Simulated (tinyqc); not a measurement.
Gas flow in a process chamber: flow regimes, conductance, effective pumping speed, pump-down, outgassing and purge: one step, computed by the program tinyqc.

Ideal gas, isothermal flow, a pump of constant speed at the end of a round pipe; process gas, volume gas and outgassing are given the same properties. 1 sccm = 101325 Pa x 1e-6 m^3/60 s x T/273.15 K.

Question. Purging a well-mixed chamber. With steady flow a contaminant decays as exp(-t/residence time); gas used = flow x time.

Inputs (values chosen for the exercise, modelled on nitrogen near room temperature): temperature T = 350 K; process gas flow = 240 sccm.

residence time = 0.4086954 s

Give: time to dilute 1e3 times; time to dilute 1e6 times; gas used for 1e6.

Answer.

time to dilute 1e3 times = 2.8232 s

time to dilute 1e6 times = 5.6463 s

gas used for 1e6 = 22.585 standard cm^3
